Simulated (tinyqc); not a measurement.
Inside a calculation. Method: plane-wave Kohn-Sham cycle with exchange-only LDA in a layered model solid. Computed by tinyqc, a small Python program that keeps every step. Settings: points = 16, plane-wave index or count = 3, electrons = 2, k points = 1, area = 25.0, mixing = 1.0, iteration cap = 62. Command: `OMP_NUM_THREADS=1 python tinyqc.py 30138 30139 out.jsonl` (the two numbers bound the seeds that draw the settings). One thread of a shared host (Intel(R) Xeon(R) Processor @ 2.60GHz), about 0.01 s of CPU time with the checks. Later iterations appear only in the table of the cycle.

## Iteration 1: potential

A solid whose potential varies along x alone (atomic units):
```
parameter                      value
period a                    4.200000
cross-section of the cell  25.000000
electrons per cell                 2
grid points                       16
plane waves -n..n, n               3
k points                           1
V1 in V1 cos(2 pi x/a)     -0.440000
```

density at the start, on the grid x_j = j a/N (e/bohr^3): [0.01904762, 0.01904762, 0.01904762, 0.01904762, 0.01904762, 0.01904762, 0.01904762, 0.01904762, 0.01904762, 0.01904762, 0.01904762, 0.01904762, 0.01904762, 0.01904762, 0.01904762, 0.01904762]

V_H(G) = 4 pi rho(G)/G^2 for G != 0 (uniform background); v_x = -(3 rho/pi)^(1/3); V = V_ext + V_H + v_x; Fourier components f(G_m) = (1/N) sum_j f(x_j) exp(-i G_m x_j).

Potentials on the grid (hartree):
```
x             V_ext       V_H        v_x          V
0.000000  -0.440000  0.000000  -0.262989  -0.702989
0.262500  -0.406507  0.000000  -0.262989  -0.669496
0.525000  -0.311127  0.000000  -0.262989  -0.574116
0.787500  -0.168381  0.000000  -0.262989  -0.431370
1.050000          0  0.000000  -0.262989  -0.262989
1.312500   0.168381  0.000000  -0.262989  -0.094608
1.575000   0.311127  0.000000  -0.262989   0.048138
1.837500   0.406507  0.000000  -0.262989   0.143518
2.100000   0.440000  0.000000  -0.262989   0.177011
2.362500   0.406507  0.000000  -0.262989   0.143518
2.625000   0.311127  0.000000  -0.262989   0.048138
2.887500   0.168381  0.000000  -0.262989  -0.094608
3.150000          0  0.000000  -0.262989  -0.262989
3.412500  -0.168381  0.000000  -0.262989  -0.431370
3.675000  -0.311127  0.000000  -0.262989  -0.574116
3.937500  -0.406507  0.000000  -0.262989  -0.669496
```

V(G_m), m = 0, 1, 2, ... (hartree): [-0.262989, -0.220000, 0.000000, 0.000000, 0.000000, 0.000000, 0.000000]

## Iteration 1: Hamiltonian at one k

k = 0.000000 2 pi / a

H(m,m') = (k + G_m)^2/2 delta + V(G_m - G_m'), with V(-G) = V(G).

H (hartree), order -3, -2, -1, +0, +1, +2, +3:
$$\begin{pmatrix}
9.808036 & -0.220000 & 0.000000 & 0.000000 & 0.000000 & 0.000000 & 0.000000 \\
-0.220000 & 4.213022 & -0.220000 & 0.000000 & 0.000000 & 0.000000 & 0.000000 \\
0.000000 & -0.220000 & 0.856014 & -0.220000 & 0.000000 & 0.000000 & 0.000000 \\
0.000000 & 0.000000 & -0.220000 & -0.262989 & -0.220000 & 0.000000 & 0.000000 \\
0.000000 & 0.000000 & 0.000000 & -0.220000 & 0.856014 & -0.220000 & 0.000000 \\
0.000000 & 0.000000 & 0.000000 & 0.000000 & -0.220000 & 4.213022 & -0.220000 \\
0.000000 & 0.000000 & 0.000000 & 0.000000 & 0.000000 & -0.220000 & 9.808036
\end{pmatrix}$$

## Iteration 1: levels at that k

Diagonalise the Hermitian matrix.

eigenvalues (hartree): [-0.344352, 0.841635, 0.922905, 4.218756, 4.218848, 9.816682, 9.816682]

## Iteration 1: new density

Motion across x is left out: the lowest 1 band(s) hold two electrons at each of the k points (j + 1/2)/nk - 1/2. Residual R = rho(out) - rho(in); rho(new) = rho(in) + 1 R. rho(out) = 2/(a A nk) sum |psi|^2 with psi = sum c exp(i G x). Harris energy E = band energy - dV sum rho (V_H/2 + v_x) + (3/4) dV sum rho v_x with rho(in), dV = a A/N, band energy = (2/nk) sum of the filled levels.

rho(out) (e/bohr^3): [0.03434646, 0.03270259, 0.02835565, 0.02270260, 0.01719426, 0.01276396, 0.00972879, 0.00802133, 0.00747710, 0.00802133, 0.00972879, 0.01276396, 0.01719426, 0.02270260, 0.02835565, 0.03270259]

density after iteration 1 (e/bohr^3): [0.03434646, 0.03270259, 0.02835565, 0.02270260, 0.01719426, 0.01276396, 0.00972879, 0.00802133, 0.00747710, 0.00802133, 0.00972879, 0.01276396, 0.01719426, 0.02270260, 0.02835565, 0.03270259]

energy per cell = -0.55720872 hartree

## Iteration 2: potential

As before.

Potentials on the grid (hartree):
```
x             V_ext        V_H        v_x          V
0.000000  -0.440000   0.077389  -0.320099  -0.682710
0.262500  -0.406507   0.070886  -0.314909  -0.650529
0.525000  -0.311127   0.052758  -0.300287  -0.558656
0.787500  -0.168381   0.026664  -0.278836  -0.420553
1.050000          0  -0.002607  -0.254166  -0.256774
1.312500   0.168381  -0.030354  -0.230137  -0.092110
1.575000   0.311127  -0.052762  -0.210221   0.048144
1.837500   0.406507  -0.067196  -0.197124   0.142187
2.100000   0.440000  -0.072167  -0.192561   0.175272
2.362500   0.406507  -0.067196  -0.197124   0.142187
2.625000   0.311127  -0.052762  -0.210221   0.048144
2.887500   0.168381  -0.030354  -0.230137  -0.092110
3.150000          0  -0.002607  -0.254166  -0.256774
3.412500  -0.168381   0.026664  -0.278836  -0.420553
3.675000  -0.311127   0.052758  -0.300287  -0.558656
3.937500  -0.406507   0.070886  -0.314909  -0.650529
```

V(G_m), m = 0, 1, 2, ... (hartree): [-0.255251, -0.214516, 0.000764, 0.000020, 0.000002, 0.000000, 0.000000]

## Iteration 2: Hamiltonian at one k

k = 0.000000 2 pi / a

As before.

H (hartree), order -3, -2, -1, +0, +1, +2, +3:
$$\begin{pmatrix}
9.815774 & -0.214516 & 0.000764 & 0.000020 & 0.000002 & 0.000000 & 0.000000 \\
-0.214516 & 4.220760 & -0.214516 & 0.000764 & 0.000020 & 0.000002 & 0.000000 \\
0.000764 & -0.214516 & 0.863751 & -0.214516 & 0.000764 & 0.000020 & 0.000002 \\
0.000020 & 0.000764 & -0.214516 & -0.255251 & -0.214516 & 0.000764 & 0.000020 \\
0.000002 & 0.000020 & 0.000764 & -0.214516 & 0.863751 & -0.214516 & 0.000764 \\
0.000000 & 0.000002 & 0.000020 & 0.000764 & -0.214516 & 4.220760 & -0.214516 \\
0.000000 & 0.000000 & 0.000002 & 0.000020 & 0.000764 & -0.214516 & 9.815774
\end{pmatrix}$$

## Iteration 2: levels at that k

As before.

eigenvalues (hartree): [-0.332751, 0.849318, 0.928250, 4.226206, 4.226305, 9.823995, 9.823995]

## Iteration 2: new density

As before.

rho(out) (e/bohr^3): [0.03396589, 0.03237845, 0.02817067, 0.02267398, 0.01728586, 0.01292329, 0.00991543, 0.00821475, 0.00767115, 0.00821475, 0.00991543, 0.01292329, 0.01728586, 0.02267398, 0.02817067, 0.03237845]

density after iteration 2 (e/bohr^3): [0.03396589, 0.03237845, 0.02817067, 0.02267398, 0.01728586, 0.01292329, 0.00991543, 0.00821475, 0.00767115, 0.00821475, 0.00991543, 0.01292329, 0.01728586, 0.02267398, 0.02817067, 0.03237845]

energy per cell = -0.55293370 hartree

## Convergence

Stop when sqrt(dV sum R^2) is below 1e-8, dV = a A/N.

Course of the cycle:
```
iteration  E (hartree)  norm of the residual
1          -0.55720872              9.73e-02
2          -0.55293370              2.10e-03
3          -0.55293273              2.55e-05
4          -0.55293273              3.15e-07
5          -0.55293273              3.94e-09
```

Converged in 5 iterations. Before convergence this energy mixes input and output and is not variational, so it may rise towards its limit.
